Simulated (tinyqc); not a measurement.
From results back to parameters: Shockley-Read-Hall recombination through one deep level. Three cases, with inputs chosen for the exercise.

Problem. Deep-level transient spectroscopy: the emission rate is en = gam sigma T^2 exp(-dE/kB T), dE = Ec - Et. Two rates were computed from hidden dE and sigma.

Constants: kB = 8.617333262e-05 eV/K.

Find: ln(en/T^2) at T1 and T2; dE; sigma.

Method. ln(en/T^2) against 1/T is a line of slope -dE/kB and intercept ln(gam sigma); plotting ln en alone would overstate dE by about 2 kB T.

Case 1.

Values chosen (out of a larger set: gap and densities of states near those of GaN at this temperature; not measured data): gam = 4.5e+20 1/(cm^2 s K^2) (vth Nc/T^2, which does not depend on T); T1 = 415 K; T2 = 477 K.

en(T1) = 2.81061 1/s
en(T2) = 84.2652 1/s

Solution.

ln(en/T^2) at T1 and T2: -11.0232  -7.9011

dE = 0.859 eV
sigma = 9.8e-16 cm^2

Case 2.

Values chosen (out of a larger set: gap and densities of states near those of Ge at this temperature; not measured data): gam = 2.7e+21 1/(cm^2 s K^2) (vth Nc/T^2, which does not depend on T); T1 = 193 K; T2 = 227 K.

en(T1) = 22.2271 1/s
en(T2) = 1117.84 1/s

Solution.

ln(en/T^2) at T1 and T2: -7.4241  -3.8307

dE = 0.399 eV
sigma = 5.8e-15 cm^2

Case 3.

Values chosen (out of a larger set: gap and densities of states near those of Si at this temperature; not measured data): gam = 7e+21 1/(cm^2 s K^2) (vth Nc/T^2, which does not depend on T); T1 = 112 K; T2 = 133 K.

en(T1) = 35.1064 1/s
en(T2) = 2202.94 1/s

Solution.

ln(en/T^2) at T1 and T2: -5.8786  -2.0832

dE = 0.232 eV
sigma = 1.1e-14 cm^2

Computed by tinyqc, one run a case: `OMP_NUM_THREADS=1 python tinyqc.py N N+1 out.jsonl` with N = 1681903, 1681912, 1681997; one thread of a shared Intel(R) Xeon(R) Processor @ 2.30GHz, about 0.01 s a run at most.
